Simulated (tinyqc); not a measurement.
Inside a calculation. Method: Hubbard chain of 3 sites. Computed by tinyqc, a small Python program that keeps every step. Settings: hopping = 0.78, U = 4.2, mixing = 1, iteration cap = 75. Command: `OMP_NUM_THREADS=1 python tinyqc.py 23647 23648 out.jsonl` (the two numbers bound the seeds that draw the settings). One thread of a shared host (Intel(R) Xeon(R) Processor @ 2.60GHz), about 0.2 s of CPU time with the checks. Later iterations appear only in the table of the cycle.

## Mean-field iteration 1

one-body matrix (hopping and site energies) (eV):
```
,1,2,3
1,0.340000,-0.780000,0.000000
2,-0.780000,-0.130000,-0.780000
3,0.000000,-0.780000,-0.620000
```

U = 4.200000 eV

electrons, up and down: 2  1

mixing = 1

n(up) at the start (a guess, not normalised): 1 0.717000, 2 0.617000, 3 0.717000

n(down) at the start (a guess): 1 0.283000, 2 0.383000, 3 0.283000

H(up) = T + U n(down), H(down) = T + U n(up); fill the lowest levels; n(new) = n + mixing (n(out) - n); E = tr T (rho up + rho down) + U sum n_up n_down of the output.

levels, up (eV): 0.003358  1.115922  2.456520

levels, down (eV): 1.474082  2.807114  3.923004

energy = -0.039782 eV

n(up) after iteration 1: 1 0.623610, 2 0.467316, 3 0.909073

n(down) after iteration 1: 1 0.091066, 2 0.527524, 3 0.381410

## Mean-field iteration 2

As before.

levels, up (eV): 0.186279  0.868754  2.734967

levels, down (eV): 1.186926  3.064393  3.738682

energy = -0.555934 eV

n(up) after iteration 2: 1 0.888578, 2 0.258265, 3 0.853157

n(down) after iteration 2: 1 0.144114, 2 0.743981, 3 0.111905

## Convergence

Each step fills the lowest levels of T + U n(other spin) and sets n(new) = n + mixing (n(out) - n); stop when output and input agree to 1e-8.

Course of the cycle:
```
iteration,E (eV),largest |n(out) - n(in)|,mean |n_up - n_down|
1,-0.03978223,1.92e-01,0.373472
2,-0.55593363,2.70e-01,0.657144
3,-0.92340714,1.29e-01,0.826363
4,-0.98239609,4.79e-02,0.888531
5,-0.98593196,1.01e-02,0.901650
6,-0.98607908,2.05e-03,0.904300
7,-0.98608468,3.92e-04,0.904810
8,-0.98608489,7.63e-05,0.904909
9,-0.98608490,1.46e-05,0.904928
10,-0.98608490,2.84e-06,0.904931
11,-0.98608490,5.44e-07,0.904932
12,-0.98608490,1.05e-07,0.904932
13,-0.98608490,2.02e-08,0.904932
14,-0.98608490,3.92e-09,0.904932
```

local moments n_up - n_down: 1 0.928792, 2 -0.857398, 3 0.928606

Converged in 14 iterations. Before convergence this energy mixes input and output and is not variational, so it may rise towards its limit.

## The many-body Hamiltonian

Basis: all placements (u, d, 2, 0 on each site), up operators ordered before down ones; hops carry the sign of the same-spin electrons passed.

H (eV):
```
,2u0,u20,uud,20u,udu,u02,duu,02u,0u2
2u0,4.750000,-0.780000,0.000000,-0.780000,0.000000,0.000000,0.000000,0.000000,0.000000
u20,-0.780000,4.280000,-0.780000,0.000000,-0.780000,0.000000,0.000000,0.000000,0.000000
uud,0.000000,-0.780000,-0.410000,0.000000,0.000000,-0.780000,0.000000,0.000000,0.000000
20u,-0.780000,0.000000,0.000000,4.260000,-0.780000,0.000000,-0.780000,0.000000,0.000000
udu,0.000000,-0.780000,0.000000,-0.780000,-0.410000,-0.780000,0.000000,-0.780000,0.000000
u02,0.000000,0.000000,-0.780000,0.000000,-0.780000,3.300000,0.000000,0.000000,-0.780000
duu,0.000000,0.000000,0.000000,-0.780000,0.000000,0.000000,-0.410000,-0.780000,0.000000
02u,0.000000,0.000000,0.000000,0.000000,-0.780000,0.000000,-0.780000,3.320000,-0.780000
0u2,0.000000,0.000000,0.000000,0.000000,0.000000,-0.780000,0.000000,-0.780000,2.830000
```

## Exact diagonalisation (9 states)

Lowest levels of the sector, and the double occupancy of the lowest state.

lowest levels (eV): -1.191839  -0.685072  -0.410000  2.114916  3.442567  3.576147

double occupancy per site = 0.050755

The mean-field solution above lies 0.2058 eV above the exact energy.

## The lowest level by Lanczos steps

From a random start vector (not printed): a_j = <q_j|H|q_j>, b_j = norm of the remainder after orthogonalising; the Ritz value is the lowest eigenvalue of the tridiagonal matrix of a and b so far.

Lanczos:
```
j,a_j (eV),b_j (eV),lowest Ritz value (eV)
1,2.771074,1.808035,2.77107389
2,0.590771,1.217768,-0.43033825
3,2.591354,1.571614,-0.77256666
4,1.045415,1.710382,-0.93908746
5,1.487405,0.337101,-1.17807752
6,2.778842,2.890885,-1.18211314
7,2.128737,1.240455,-1.18935346
8,3.841894,0.451989,-1.19181444
9,4.274508,0,-1.19183904
```
